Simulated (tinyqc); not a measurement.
Worked calculation: coupled-perturbed Hartree-Fock on RHF in the sto-3g basis, for H3+, spin multiplicity 1. One step of it, computed by the program tinyqc.

Task: Orthogonalisation. S = U s U^T; canonical form X = U s^(-1/2), so that X^T S X = 1. Each column of U has its largest component positive (the first on a tie).

overlap S, lower triangle:
```
          1H 1s     2H 1s     3H 1s
1H 1s  1.000000
2H 1s  0.646151  1.000000
3H 1s  0.646151  0.248800  1.000000
```

Give: eigenvalues of S; X.

Result:

eigenvalues of S: 0.2022  0.7512  2.0466

X:
```
             1        2       3
1H 1s   1.6753   0.0000  0.4597
2H 1s  -1.0343   0.8158  0.3723
3H 1s  -1.0343  -0.8158  0.3723
```
